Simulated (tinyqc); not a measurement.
Implant damage, amorphisation by cascade overlap, and solid-phase epitaxial regrowth: one step, computed by the program tinyqc.

Range and width of the damage are inputs. Dynamic annealing enters only through the surviving share f.

Question. The amorphous layer. Displaced share x(z) = f nu Q exp(-(z - R_d)^2/(2 s_d^2))/(sqrt(2 pi) s_d N); the layer is amorphous where x > x_c, between R_d -/+ s_d sqrt(2 ln(x_max/x_c)), the upper edge being cut at the surface. Threshold dose Q_c = Q x_c/x_max.

Inputs (values chosen for the exercise, modelled on fluorine ions in germanium): atomic density N = 44.2 1/nm^3; depth of the damage peak R_d = 15 nm; width of the damage profile s_d = 9.8 nm; share of defects that survive f = 0.96; critical displaced share x_c = 0.12; dose Q = 2.4e+14 1/cm^2.

displacements per ion nu = 231.5074

Give: peak displaced share x_max; threshold dose Q_c; upper edge; lower edge.

Answer.

peak displaced share x_max = 0.4913

threshold dose Q_c = 5.863e+13 1/cm^2

upper edge = 0 nm

lower edge = 31.45 nm

The layer reaches the surface.
